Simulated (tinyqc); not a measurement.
## Tail temperature from the power law

Question. When tail states hold most of the charge, the linear current goes as I = A (Vg - VT)^g with g = 2 Tt/T - 1. Find g, Tt and the tail width kB Tt.

Inputs (values chosen for the exercise):

| symbol | value | unit | meaning |
|---|---|---|---|
| T | 250 | K | temperature |

Constants: q = 1.602176634e-19 C, kB = 1.380649e-23 J/K, Vt = kB T/q. Results are converted to the units shown.

I at Vg - VT = 4.4 and 6.6 V (nA): 5.7344258  10.449728

Answer. g is the slope of ln I against ln(Vg - VT).

g = 1.480
Tt = 310.0 K
kB Tt = 26.71 meV

Numbers from tinyqc (`OMP_NUM_THREADS=1 python tinyqc.py 2610049 2610050 out.jsonl`; about 0.02 s on one thread of a shared Intel Xeon 2.30GHz).
